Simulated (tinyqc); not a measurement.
Worked calculation: donor in an ellipsoidal valley (Kohn-Luttinger variational method). Computed by tinyqc, a small Python program that keeps every step. Command: `OMP_NUM_THREADS=1 python tinyqc.py 3002594 3002595 out.jsonl kohnlutt walk`. One thread of a shared host (Intel(R) Xeon(R) Processor @ 2.30GHz), about 0.03 s of CPU time with the checks. Intermediate numbers are printed to about 6 digits and carried at full precision; extremes and crossings named in words are read from the listed rows.

H = -(d^2/dx^2 + d^2/dy^2) - gamma d^2/dz^2 - 2/r in units built on m_t, with gamma = m_t/m_l and z along the valley axis. One valley; no valley-orbit or central-cell term.

Inputs (values chosen for the exercise, modelled on silicon):

| quantity | value | unit |
|---|---|---|
| transverse mass m_t | 0.191 | m_0 |
| longitudinal mass m_l | 0.935 | m_0 |
| dielectric constant eps | 11.2 | - |
| trial ratio b/a | 0.59 | - |
| observed depth chosen for 1s | 47.9 | meV |

Constants: Ry = 13.605693123 eV; a_0 = 0.529177210903 angstrom; h x 1 THz = 4.135667696 meV.

## Effective units

Ry* = Ry m_t/eps^2, a* = a_0 eps/m_t, gamma = m_t/m_l.

Ry* = 20.7166 meV

a* = 31.0303 angstrom

gamma = 0.204278

## Energy at a trial ratio

Trial function exp(-sqrt((x^2 + y^2)/a^2 + z^2/b^2)) with beta = b/a < 1: E = t/a^2 - u/a, t = (2 + gamma/beta^2)/3, u = 2 arcsin(sqrt(1 - beta^2))/sqrt(1 - beta^2); the best a is 2 t/u and E(beta) = -u^2/(4 t).

t = 0.862279

u = 2.32780

best a = 0.740853 a*

E(beta) = -1.57103 Ry*

## Minimum over the ratio

Golden-section search on beta from 0.05 to 0.999, 60 steps.

Search, first ten steps; c and d are the inner points:

| step | low | high | c | E(c) (Ry*) | d | E(d) (Ry*) |
|---|---|---|---|---|---|---|
| 1 | 0.050000 | 0.999000 | 0.412486 | -1.48239 | 0.636514 | -1.56252 |
| 2 | 0.412486 | 0.999000 | 0.636514 | -1.56252 | 0.774971 | -1.50219 |
| 3 | 0.412486 | 0.774971 | 0.550943 | -1.57082 | 0.636514 | -1.56252 |
| 4 | 0.412486 | 0.636514 | 0.498057 | -1.55620 | 0.550943 | -1.57082 |
| 5 | 0.498057 | 0.636514 | 0.550943 | -1.57082 | 0.583628 | -1.57151 |
| 6 | 0.550943 | 0.636514 | 0.583628 | -1.57151 | 0.603829 | -1.56938 |
| 7 | 0.550943 | 0.603829 | 0.571144 | -1.57189 | 0.583628 | -1.57151 |
| 8 | 0.550943 | 0.583628 | 0.563428 | -1.57174 | 0.571144 | -1.57189 |
| 9 | 0.563428 | 0.583628 | 0.571144 | -1.57189 | 0.575912 | -1.57183 |
| 10 | 0.563428 | 0.575912 | 0.568196 | -1.57187 | 0.571144 | -1.57189 |

best beta = 0.571118

radius a of the 1s trial function = 23.1571 angstrom

radius b of the 1s trial function = 13.2255 angstrom

1s binding energy, trial function = 32.5642 meV

The envelope is flattened along the heavy axis; beta is close to gamma^(1/3) = 0.589.

## Levels from a Gaussian basis

Gaussian basis: g = P exp(-al (x^2 + y^2) - be z^2) with P = 1 (s-like), z (2p0) or x (2p+-); al = 0.004 x 2.6^k, k = 0..11, and be/al = 1, gamma^(-1/2) or 1/gamma (36 functions); 1/r = (2/sqrt(pi)) int exp(-t^2 r^2) dt by 48 Gauss-Legendre points after t = sqrt(al_i + al_j) tan(theta); overlap eigenvalues below 1e-10 are dropped.

1s binding energy, Gaussian basis = 32.6090 meV

2p0 binding energy = 12.0338 meV

2p+- binding energy = 6.66400 meV

The two-parameter trial function recovers 99.86 % of the 1s binding of the larger basis. 2p0, with its lobes along the heavy axis, is bound 1.81 times as strongly as 2p+-.

## Optical lines and the chemical shift

With an observed depth of 1s, the lines are 1s -> 2p0 = depth - E(2p0) and 1s -> 2p+- = depth - E(2p+-); the chemical shift is depth - E(1s, Gaussian basis); 1 meV = 1 THz/4.135667696.

line 1s -> 2p0 = 35.8662 meV

line 1s -> 2p+- = 41.2360 meV

chemical shift = 15.2910 meV

frequency of the line 1s -> 2p+- = 9.97082 THz

The spacing of the two lines, 5.370 meV, does not depend on the depth, so it is the same for every donor in this host.

## Which single mass stands for the valley

A hydrogenic level is Ry m/eps^2 for one mass m; errors are against the Gaussian basis.

1s binding energy:

| rule | mass (m_0) | binding (meV) | error (%) |
|---|---|---|---|
| transverse mass | 0.191000 | 20.717 | -36.470 |
| conductivity mass 3/(2/m_t + 1/m_l) | 0.259949 | 28.195 | -13.536 |
| density-of-states mass (m_t^2 m_l)^(1/3) | 0.324309 | 35.176 | 7.871 |
| longitudinal mass | 0.935000 | 101.414 | 210.999 |
| trial function with a and b | - | 32.564 | -0.138 |
| mass that fits 1s | 0.300644 | 32.609 | 0.000 |

The conductivity mass, which is what a spherical trial function (a = b) gives, falls short by 13.5 %, as a restricted variational bound must; the density-of-states mass is off by +7.9 %. The mass that fits lies between the two.

## Levels against anisotropy

The trial energy is minimised over beta by golden section from 0.05 to 0.999, 60 steps.

Binding energies (Ry*):

| gamma | 1s, trial | 1s, Gaussians | 2p0 | 2p+- |
|---|---|---|---|---|
| 0.051 | 2.08266 | 2.09411 | 1.01708 | 0.367862 |
| 0.100 | 1.83868 | 1.84446 | 0.79051 | 0.347506 |
| 0.200 | 1.57982 | 1.58206 | 0.58657 | 0.322503 |
| 0.310 | 1.41617 | 1.41716 | 0.47555 | 0.304611 |
| 0.350 | 1.37126 | 1.37202 | 0.44738 | 0.299385 |
| 0.590 | 1.18191 | 1.18204 | 0.33899 | 0.275674 |
| 0.850 | 1.05478 | 1.05477 | 0.27529 | 0.258058 |

As gamma falls from 0.85 to 0.051, 1s deepens from 1.055 to 2.094 Ry*, on the way from the hydrogen value 1 to the two-dimensional limit 4; 2p+- moves from 0.258 to 0.368 (limits 1/4 and 4/9), while 2p0 climbs from 0.275 to 1.017 and joins 1s as gamma tends to 0. Near gamma = 1 the trial function is almost exact and can pass the Gaussian basis, whose own error is about 3e-5 Ry*.

Checks made by the program: the Gaussian basis at gamma = 1 against 1, 1/4 and 1/4 Ry* (relative difference 3e-05); trial function against Gaussian basis (relative difference 1e-03).
